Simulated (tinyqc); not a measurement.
Worked calculation: Slater-Koster d bands of an fcc metal. Values are carried at full precision from step to step, so a last printed digit may differ when a step is redone from the rounded ones.

Slater-Koster d bands. For a bond with direction cosines (l, m, n) the 5 x 5 block is dds Ps + ddp Pp + ddd (1 - Ps - Pp), the projectors on sigma, pi and delta states about the bond; for instance <xy|xy> = 3 l^2 m^2 dds + (l^2 + m^2 - 4 l^2 m^2) ddp + (n^2 + l^2 m^2) ddd, <xy|yz> = 3 l m^2 n dds + l n (1 - 4 m^2) ddp + l n (m^2 - 1) ddd and <3z2-r2|3z2-r2> = (n^2 - (l^2 + m^2)/2)^2 dds + 3 n^2 (l^2 + m^2) ddp + (3/4)(l^2 + m^2)^2 ddd. H(k) sums the blocks times cos(k.R) over the neighbours; the d level is the zero of energy; k in 2 pi/a.

Values chosen for the exercise (of the size met in Co; not measured data): dds = -0.519 eV (dd sigma); ddp = 0.213 eV (dd pi); ddd = -0.067 eV (dd delta); k = (0.2, 0.38, 0) 2 pi/a (wave vector); Nd = 8 (d electrons per atom).

## The block of one bond

Direction (1,1,0)/sqrt2; its eigenvalues must be dds once, ddp twice and ddd twice.

block (eV), lower triangle:
```
             xy      yz      zx   x2-y2   3z2-r2
xy      -0.4060
yz            0  0.0730
zx            0  0.1400  0.0730
x2-y2         0       0       0  0.2130
3z2-r2   0.1957       0       0       0  -0.1800
```

## Levels at Gamma

Neighbours: twelve at (a/2)(1,1,0) and equivalents.

Summing the blocks at k = 0 gives E(t2g) = 3 dds + 4 ddp + 5 ddd, E(eg) = 1.5 dds + 6 ddp + 4.5 ddd.

levels (eV): t2g (threefold) -1.0400, eg (twofold) 0.1980

The t2g level lies lower, by 1.2380 eV.

## The Hamiltonian at one k

Sum over the neighbours.

H(k) (eV), lower triangle:
```
             xy       yz       zx    x2-y2  3z2-r2
xy      -0.1399
yz            0  -0.2746
zx            0  -0.3060  -1.1194
x2-y2         0        0        0  -0.1312
3z2-r2  -0.4279        0        0  -0.3001  0.3259
```

## Levels and character

Diagonalise H; t2g is xy, yz, zx and eg the other two.

levels (eV): -1.2186  -0.4772  -0.1754  -0.1340  0.6660

weights:
```
     band 1  band 2  band 3  band 4  band 5
t2g   1.000   0.479   1.000   0.323   0.198
eg    0.000   0.521   0.000   0.677   0.802
```

## Levels at points of symmetry

Coordinates: G (0, 0, 0), X (1, 0, 0), W (1, 0.5, 0), L (0.5, 0.5, 0.5), K (0.75, 0.75, 0); the others lie half way.

Levels (eV):
```
k        band 1  band 2  band 3  band 4  band 5
G        -1.040  -1.040  -1.040   0.198   0.198
G-X 0.5  -1.624  -0.720   0.292   0.292   0.852
X        -2.208  -1.638   1.506   1.624   1.624
W        -0.852  -0.292  -0.292   0.720   1.624
L        -1.120  -0.719  -0.719   1.279   1.279
L-G 0.5  -1.080  -0.579  -0.579   0.438   0.438
K        -1.523  -0.711   0.808   0.888   1.368
```

On these points the bands run from -2.208 (X) to 1.624 eV (X and W).

## Second moment and the rectangular band

mu2 = z (dds^2 + 2 ddp^2 + 2 ddd^2)/5 per orbital, with z = 12. A rectangular band with the same mu2 has width W = sqrt(12 mu2), Fermi level W (Nd/10 - 1/2) and bond energy -W Nd (10 - Nd)/20 (Friedel).

mu2 = 0.8858 eV^2
W = 3.2603 eV
Fermi level = 0.9781 eV
bond energy per atom = -2.6082 eV

The bond energy is the attractive part alone; the repulsion between atoms, left out, cancels a large share of it in the cohesive energy.

## Checks

- Levels at Gamma from the formulas against H(0): they agree to 1e-10 or better.
- Second moment from the formula against the mean square level on the mesh: both 0.885785.

Computed by tinyqc, a small Python program: `OMP_NUM_THREADS=1 python tinyqc.py 1480802 1480803 out.jsonl` (the numbers bound the seed that draws the inputs); one thread of a shared host (Intel(R) Xeon(R) Processor @ 2.30GHz), about 0.03 s for the whole set of steps.
